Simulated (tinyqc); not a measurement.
Plane-wave Kohn-Sham cycle with exchange-only LDA in a layered model solid, step by step. One step of it, computed by the program tinyqc.

Question. Iteration 2: levels at that k. Diagonalise the Hermitian matrix.

H (hartree), lower triangle:
```
           -3         -2         -1         +0         +1         +2        +3
-3   0.542858
-2  -0.169915   0.115676
-1   0.047357  -0.169915  -0.140633
+0   0.006898   0.047357  -0.169915  -0.226069
+1   0.001214   0.006898   0.047357  -0.169915  -0.140633
+2   0.001983   0.001214   0.006898   0.047357  -0.169915   0.115676
+3   0.001383   0.001983   0.001214   0.006898   0.047357  -0.169915  0.542858
```

Give: eigenvalues.

Answer.

eigenvalues (hartree): -0.4139  -0.2706  -0.0797  0.1228  0.2151  0.6158  0.6202
